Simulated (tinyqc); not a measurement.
X-ray reflectivity of a thin film on silicon: critical angles, Parratt recursion, fringes and roughness: one step, computed by the program tinyqc.

n = 1 - delta + i beta; the classical electron radius is r_e = 2.8179403e-6 nm. Layer 0 is vacuum, 1 the film, 2 the substrate.

Question. Reflectivity at one angle. k_j = (2 pi/lambda) sqrt(sin^2 theta - 2 delta_j + 2 i beta_j); r_ij = (k_i - k_j)/(k_i + k_j) x exp(-2 k_i k_j sigma^2) (Nevot-Croce); r = (r_01 + r_12 p)/(1 + r_01 r_12 p), p = exp(2 i k_1 d); R = |r|^2.

Inputs (values chosen for the exercise, modelled on TiN on silicon, copper K-alpha radiation):
```
quantity                              value     unit
wavelength lambda                   0.15406       nm
film thickness d                       15.2       nm
roughness of the surface sigma_1       0.52       nm
roughness of the interface sigma_2     0.22       nm
grazing angle theta                    1.46  degrees
```

Constants:
```
layer      rho_e (1/nm^3)         delta          beta  critical angle (degrees)  q_c (1/nm)
film             1551.978  1.652027e-05  1.239021e-06                 0.3293413   0.4688604
substrate         711.402  7.572626e-06  1.741704e-07                 0.2229774   0.3174375
```

Give: k_0, k_1, k_2; 1000 r_01; 1000 r_12; p; reflectivity R; q = 4 pi sin(theta)/lambda.

Answer.

k_0, k_1, k_2 (1/nm): 1.0391  1.0124+0.0020i  1.0269+0.0003i

1000 r_01 = 7.3911-0.5776i

1000 r_12 = -6.4703+0.7864i

p = 0.75370-0.56170i

reflectivity R = 2.2060e-05

q = 4 pi sin(theta)/lambda = 2.0783 1/nm
